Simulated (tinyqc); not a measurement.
Channel direction: nanosheet or nanowire with hard walls, valleys of the Si type.

Six ellipsoidal valleys along the cube axes: inverse mass tensor w = 1/mt + (1/ml - 1/mt) a a^T with a the unit axis. Device axes: x along the channel, z = [001], y = z x x.

Hard walls around a W x H rectangle. The block w_c of w in (y, z) confines; the transport mass follows from 1/m_x = w_xx - w_xc w_c^-1 w_cx. The cross-section problem c (w_yy ky^2 + 2 w_yz ky kz + w_zz kz^2), c = hbar^2/2m0, is solved in products sin(n pi y/W) sin(l pi z/H), n, l = 1 to 12; if w_yz = 0 the levels are c pi^2 (w_yy n^2/W^2 + w_zz l^2/H^2). The w_yz term couples (n, l) to (n', l') by -2 c w_yz D_nn'(W) D_ll'(H) with D_nm(L) = 4 n m/(L (n^2 - m^2)) for n + m odd and 0 otherwise.

Without degeneracy the line density is N1 exp((EF - Ec)/kB T) with N1 = sum 2 g sqrt(m_x kB T/(4 pi c)) exp(-E/kB T), here over n, l up to 80 where w_yz = 0 and over all levels of a 12 x 12 sine basis otherwise; the classical value is W H Nc with Nc = 2 g_all (m_dos kB T/(4 pi c))^(3/2), m_dos = (ml mt^2)^(1/3); dVt = kB T ln(W H Nc/N1).

Constants: hbar^2/2m0 = 3.80998211 eV angstrom^2; kB = 8.617333262e-05 eV/K.

Parameters, chosen for this exercise (near those of Si; not measured data): ml = 0.927 m0 (longitudinal mass); mt = 0.19 m0 (transverse mass); T = 77 K (temperature); g_all = 6 (number of valleys); W = 190 angstrom (width, along y); H = 44 angstrom (height, along z = [001]).

The same rectangle along [100] and [110]; groups ordered by w_zz, then w_yy.

Lowest level of each group:

| channel, group | valleys g | w_yy | w_zz | \|w_yz\| | m_x (m0) | E (eV) |
|---|---|---|---|---|---|---|
| [100] A | 2 | 5.263 | 1.079 | 0.000 | 0.190 | 0.0264 |
| [100] B | 2 | 1.079 | 5.263 | 0.000 | 0.190 | 0.1034 |
| [100] C | 2 | 5.263 | 5.263 | 0.000 | 0.927 | 0.1077 |
| [110] A | 2 | 5.263 | 1.079 | 0.000 | 0.190 | 0.0264 |
| [110] B | 4 | 3.171 | 5.263 | 0.000 | 0.558 | 0.1055 |

How do the results move, and what explains it?

The lowest subband has m_x = 0.190 m0 and 2 valleys along [100], and 0.190 m0 and 2 valleys along [110]; its edge lies at 0.0264 and 0.0264 eV. These valleys have their axis along z, so turning the channel in the wafer plane leaves them alone; only the higher groups change.

Program tinyqc; command `OMP_NUM_THREADS=1 python tinyqc.py 1282449 1282450 out.jsonl`; about 0.03 s on one thread of a shared Intel(R) Xeon(R) Processor @ 2.30GHz.
